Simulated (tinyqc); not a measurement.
From results to parameters: minimal-basis H2. Computed by the program tinyqc with PySCF.

Problem. For two electrons in the two orbitals of minimal-basis H2, the CIS energies are e2 - e1 - J12 + 2 K12 and e2 - e1 - J12, and E_corr = D - sqrt(D^2 + K12^2) with 2D the energy of the double excitation. Find J12, K12, D, the MP2 energy and the weight of the double excitation.

orbital gap e2 - e1 = 0.39286759 hartree
CIS singlet and triplet energies (hartree): 0.383829  -0.129413
FCI correlation energy = -0.15744728 hartree

Solution. Half the singlet-triplet splitting is K12, the gap less the triplet energy is J12, D = (E_corr^2 - K12^2)/(2 E_corr), MP2 is -K12^2/(2 gap), and the weight is c^2/(1 + c^2) with c = E_corr/K12.

J12, K12, D (hartree): 0.5223  0.2566  0.1304
MP2 correlation energy = -0.08381 hartree
weight of the double excitation = 0.273
